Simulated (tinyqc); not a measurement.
A tight-binding chain with uneven site energies, recursive Green functions: one step of the calculation.

The device has N = 6 slices of 1 site(s), nearest-neighbour hopping -t, and site energies U; the leads are semi-infinite continuations with site energy 0. V = <i+1|H|i> = -t 1.

Question. Transmission. T(E) = Tr[Gamma G_(N,1) Gamma G_(N,1)^dagger]. Conductance (2 q^2/h) T(E).

Constants: q = 1.602176634e-19 C, h = 6.62607015e-34 J s. Results are converted to the units shown.

G_(N,1) = -0.23792769+0.30677645i 1/eV
Gamma = 1.6959953 eV

Find: T(E); conductance.

Answer.

T(E) = 0.4335
conductance = 33.59 uS

Inverting the whole matrix gives the same value.

Numbers from tinyqc (`OMP_NUM_THREADS=1 python tinyqc.py 2660010 2660011 out.jsonl`; about 0.01 s on one thread of a shared Intel Xeon 2.30GHz).
